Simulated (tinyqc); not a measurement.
Resistive memory cell, filament-gap model with Joule heating: one step of the calculation.

A tunnelling gap g separates the tip of a filament from the electrode. I = I0 exp(-g/g0) sinh(Vd/V0), with Vd = V - I Rs on the device; T = T0 + Rth Vd I at once; the gap closes as dg/dt = -nu exp(-q Ea/(kB T)) sinh(al q Vd/(kB T)). All constants are fitting values of a compact model.

Task. Voltage on the device. I = I0 exp(-g/g0) sinh(Vd/V0); f = Vd + Rs I - V, f' = 1 + Rs (I0/V0) exp(-g/g0) cosh(Vd/V0), Vd(new) = Vd - f/f'.

Parameters, values chosen for the exercise:
- I0 = 1.8 mA (current scale)
- g0 = 0.22 nm (tunnelling length)
- V0 = 0.48 V (voltage scale)
- Rs = 500 ohm (series resistance)
- V = 2.18 V (pulse voltage)

Vd after iteration 1 = 1.7315096 V
g = 0.4 nm

Give: I; f'; Vd after iteration 2.

Result.

I = 5382 uA
f' = 6.614
Vd after iteration 2 = 1.392 V

Program tinyqc, `OMP_NUM_THREADS=1 python tinyqc.py 2880015 2880016 out.jsonl`; Intel Xeon 2.30GHz, shared host, one thread, about 0.06 s.
